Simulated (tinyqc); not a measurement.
# Global model of a low-pressure process discharge: electron temperature, density, ion flux and ion energy, step by step

A worked calculation. Computed by tinyqc, a small Python program that keeps every step. Command: `OMP_NUM_THREADS=1 python tinyqc.py 3110911 3110912 out.jsonl plasma walk`. One thread of a shared host (Intel(R) Xeon(R) Processor @ 2.30GHz), about 0.01 s of CPU time with the checks. Intermediate numbers are printed to about 6 digits and carried at full precision; extremes and crossings named in words are read from the listed rows.

Maxwellian electrons with temperature T_e in eV, one positive ion, no negative ions, uniform bulk density n; rate constants have the Arrhenius form.

Inputs (values chosen for the exercise, of the order of those of an inductive discharge in a simple atomic gas):

| quantity | value | unit |
|---|---|---|
| ion mass M | 19 | u |
| ionisation prefactor K0 | 3e-14 | m^3/s |
| ionisation energy E_iz | 14 | eV |
| excitation prefactor X0 | 2.4e-14 | m^3/s |
| excitation energy E_ex | 8.26 | eV |
| elastic rate constant K_el | 1.1e-13 | m^3/s |
| ion-neutral cross section | 6.8e-19 | m^2 |
| pressure p | 0.41 | Pa |
| gas temperature T_g | 500 | K |
| radius R | 9.4 | cm |
| height L | 19 | cm |
| absorbed power P | 1600 | W |
| bias power P_b | 36 | W |
| radius of the biased electrode | 7.5 | cm |
| bias frequency | 2 | MHz |
| mixing | 0.2 | - |

Constants: k_B = 1.380649e-23 J/K; e = 1.602176634e-19 C; u = 1.6605390666e-27 kg; m_0 = 9.1093837015e-31 kg; eps_0 = 8.8541878128e-12 F/m.

## Geometry factors

n_g = p/(k_B T_g); lambda_i = 1/(n_g sigma); h_L = 0.86/sqrt(3 + L/(2 lambda_i)), h_R = 0.8/sqrt(4 + R/lambda_i); A_eff = 2 pi R^2 h_L + 2 pi R L h_R; d_eff = pi R^2 L/A_eff.

gas density n_g = 5.93924e+19 1/m^3

ion mean free path = 2.47606 cm

h_L = 0.328907

h_R = 0.286513

A_eff = 504.122 cm^2

d_eff = 10.4622 cm

## A fixed-point cycle for T_e

Particle balance: K0 exp(-E_iz/T_e) n_g d_eff = u_B, u_B = sqrt(e T_e/M). Cycle: T_out = T sqrt(loss/creation) with loss/creation = u_B/(K0 exp(-E_iz/T) n_g d_eff); T -> T + mixing (T_out - T), kept between 0.3 and 60 eV, from 3 eV; stop at |T_out - T| < 1e-9 eV or after 60 steps.

Course:

| step | T (eV) | T_out (eV) | residual (eV) |
|---|---|---|---|
| 0 | 3.00000 | 4.47656 | 1.47656e+00 |
| 1 | 3.29531 | 4.08414 | 7.88832e-01 |
| 2 | 3.45308 | 3.92951 | 4.76435e-01 |
| 3 | 3.54837 | 3.85012 | 3.01755e-01 |
| 4 | 3.60872 | 3.80454 | 1.95821e-01 |
| 5 | 3.64788 | 3.77674 | 1.28861e-01 |
| 6 | 3.67365 | 3.75918 | 8.55233e-02 |
| ... | ... | ... | ... |
| 47 | 3.72550 | 3.72550 | 7.92864e-09 |
| 48 | 3.72550 | 3.72550 | 5.34558e-09 |
| 49 | 3.72550 | 3.72550 | 3.60405e-09 |
| 50 | 3.72550 | 3.72550 | 2.42989e-09 |
| 51 | 3.72550 | 3.72550 | 1.63826e-09 |
| 52 | 3.72550 | 3.72550 | 1.10453e-09 |
| 53 | 3.72550 | 3.72550 | 7.44688e-10 |

last residual = 7.44688e-10 eV

Converged in 54 steps.

## Electron temperature

Root found by bracketing.

T_e = 3.72550 eV

Bohm velocity u_B = 4349.57 m/s

K_iz = 6.99990e-16 m^3/s

## Energy per pair and density

E_c = E_iz + (X0 exp(-E_ex/T_e) E_ex + K_el (3 m_0/M) T_e)/K_iz; wall potential V_s = (T_e/2) ln(M/(2 pi m_0)); E_T = E_c + 2 T_e + T_e/2 + V_s; n = P/(e u_B A_eff E_T); ion current density J = e h_L n u_B; ionised share n/n_g.

collisional loss per pair E_c = 44.8969 eV

wall potential V_s = 16.0471 V

E_T = 70.2578 eV

plasma density n = 6.48237e+11 1/cm^3

ion current density J = 14.8581 mA/cm^2

ionised share = 0.0109145

Collisions take 64 % of the power and the walls the rest. T_e came from the particle balance alone; the power sets only n.

## Biased electrode

All bias power goes to ions: V_b = P_b/(J pi r^2). Debye length at the sheath edge lambda_D = sqrt(eps_0 T_e/(e h_L n)); Child-law sheath s = (sqrt2/3) lambda_D (2 V/T_e)^(3/4), V = V_b + V_s; ion transit time tau_i = 3 s sqrt(M/(2 e V)); collisions in the sheath s/lambda_i.

bias voltage V_b = 13.7109 V

lambda_D = 31.0747 micrometre

sheath width s = 0.117055 mm

ion transit time = 20.1994 ns

transit time over bias period = 0.0403988

s/lambda_i = 0.00472746

Ions cross within a small part of a period and sample the instantaneous voltage: a broad, two-peaked energy distribution. The sheath is nearly free of collisions.

## Pressure series at fixed power

n_g = p/(k_B T_g), lambda_i = 1/(n_g sigma), K_iz = K0 exp(-E_iz/T_e), h_L = 0.86/sqrt(3 + L/(2 lambda_i)), h_R = 0.8/sqrt(4 + R/lambda_i), A_eff = 2 pi R^2 h_L + 2 pi R L h_R and d_eff = pi R^2 L/A_eff follow p. E_c = E_iz + (X0 exp(-E_ex/T_e) E_ex + K_el (3 m_0/M) T_e)/K_iz; E_T = E_c + (5/2) T_e + (T_e/2) ln(M/(2 pi m_0)); n = P/(e u_B A_eff E_T); J = e h_L n u_B. Pressures without a root below 2 E_iz are left out.

Against pressure:

| p (Pa) | T_e (eV) | E_c (eV) | E_T (eV) | n (1/cm^3) | J (mA/cm^2) |
|---|---|---|---|---|---|
| 0.1 | 8.21061 | 27.309 | 83.202 | 2.88118e+11 | 12.9212 |
| 0.2 | 5.13436 | 34.236 | 69.188 | 4.81201e+11 | 15.3390 |
| 0.5 | 3.45953 | 48.788 | 72.338 | 6.89195e+11 | 14.3636 |
| 1.0 | 2.75791 | 67.102 | 85.876 | 8.12683e+11 | 11.9207 |
| 2.0 | 2.28199 | 96.082 | 111.616 | 9.01208e+11 | 9.0710 |
| 5.0 | 1.85130 | 161.892 | 174.495 | 9.60893e+11 | 5.7532 |
| 10.0 | 1.61837 | 246.241 | 257.258 | 9.67711e+11 | 3.8896 |
| 20.0 | 1.43735 | 380.186 | 389.970 | 9.48877e+11 | 2.5615 |

T_e falls from 8.21 to 1.44 eV, n changes by a factor 3.3 and J by 0.20; in J = P h_L/(A_eff E_T), E_T changes by a factor 4.69 and is least at 0.2 Pa, between wall losses at high T_e and excitation losses at low T_e.

Checks made by the program: cycle against bracketing (relative difference 1e-10).
